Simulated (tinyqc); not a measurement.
Optical gain and spontaneous emission in a bulk direct-gap semiconductor, step by step. Values are carried at full precision from step to step, so a last printed digit may differ when a step is redone from the rounded ones.

F_j(eta) = (1/Gamma(j + 1)) integral_0^infinity x^j dx/(1 + exp(x - eta)), which tends to exp(eta) for eta << 0.

Quasi-Fermi levels: n = Nc F_1/2(Fc/kT) and p = Nv F_1/2(Fv/kT), Fc counted up from the conduction edge and Fv down from the valence edge; Nc, Nv from N = 2 (m kB T/(4 pi c))^(3/2) with c = hbar^2/2m0, in 1/angstrom^3; times 1e24 for 1/cm^3, with me and (mhh^(3/2) + mlh^(3/2))^(2/3).

Constants: hbar^2/2m0 = 3.80998211 eV angstrom^2; kB = 8.617333262e-05 eV/K; fine-structure constant alpha = 0.007297352564; hbar = 6.58211957e-16 eV s; hbar c = 1973.269805 eV angstrom.

Inputs chosen for the exercise (near those of GaAs; the results hold for these values, not for the real material):

| symbol | value | unit | meaning |
|---|---|---|---|
| me | 0.069 | m0 | electron mass |
| mhh | 0.49 | m0 | heavy-hole mass |
| mlh | 0.0782 | m0 | light-hole mass |
| n | 3.9e+17 | 1/cm^3 | injected density, n = p |
| T | 200 | K |  |
| Eg | 1.466 | eV | direct gap |
| Ep | 25.4 | eV | Kane energy |
| nr | 3.65 |  | refractive index |
| E | 1.526 | eV | photon energy |

## Quasi-Fermi levels

Solve for Fc and Fv.

kT = 0.017235 eV
Nc = 2.476e+17 1/cm^3
Nv = 4.984e+18 1/cm^3
Fc = 0.0172 eV
Fv = -0.0434 eV
Fc + Fv = -0.0262 eV

The separation of the quasi-Fermi levels is below the gap, so there is no gain at any energy. The quasi-Fermi level of the electrons lies inside the band, that of the holes in the gap.

## Absorption of the empty crystal

Parabolic bands, vertical transitions, no excitons. For each hole band j: mr = me mj/(me + mj); joint density of states J_j(E) = (mr/c)^(3/2) sqrt(E - Eg)/(2 pi^2), both spins, c = hbar^2/2m0; averaged matrix element |e.p|^2 = m0 Ep/6; alpha_j(E) = 4 pi^2 alpha_f c Ep J_j/(3 nr E) in 1/angstrom (alpha_f the fine-structure constant, listed as alpha among the constants), times 1e8 for 1/cm.

Evaluate at E for heavy and light holes.

mr, J and alpha of each hole band:

| hole | mr (m0) | J (1/(eV angstrom^3)) | alpha (1/cm) |
|---|---|---|---|
| heavy | 0.06048 | 2.482e-05 | 4141.2 |
| light | 0.03666 | 1.171e-05 | 1953.9 |

The heavy-hole band gives 68 % of the total, 6095 1/cm.

## Occupations and gain at E

For band j the electron sits at Ee = (E - Eg) mr/me above its edge and the hole at Eh = (E - Eg) mr/mj; fe = 1/(1 + exp((Ee - Fc)/kT)), fh = 1/(1 + exp((Eh - Fv)/kT)); gain g = sum_j alpha_j (fe + fh - 1).

Use mr and alpha from the table.

Energies, occupations and gain of each hole band:

| hole | Ee (eV) | Eh (eV) | fe | fh | g (1/cm) |
|---|---|---|---|---|---|
| heavy | 0.0526 | 0.0074 | 0.114 | 0.050 | -3464 |
| light | 0.0319 | 0.0281 | 0.299 | 0.015 | -1338 |

total gain = -4802 1/cm

E - Eg = 0.0600 eV is above Fc + Fv = -0.0262 eV, so both bands give loss (Bernard-Duraffourg).

## Spontaneous emission

Spontaneous rate: R = integral of (nr E/(hbar c))^2/(pi^2 hbar) sum_j alpha_j fe fh dE, with alpha in 1/cm and (nr E/(hbar c))^2 in 1/cm^2 (1e16 per 1/angstrom^2); B = R/(n p); lifetime n/R.

Integrate over photon energy.

R = 6.42e+25 1/(cm^3 s)
B = 4.22e-10 cm^3/s
radiative lifetime = 6.07 ns

## Checks

- B at n = 1e13 1/cm^3 against the van Roosbroeck-Shockley value from alpha and ni^2 (cm^3/s): both 4.85e-10.

Computed by tinyqc, a small Python program: `OMP_NUM_THREADS=1 python tinyqc.py 1681007 1681008 out.jsonl` (the numbers bound the seed that draws the inputs); one thread of a shared host (Intel(R) Xeon(R) Processor @ 2.30GHz), about 0.07 s for the whole set of steps.
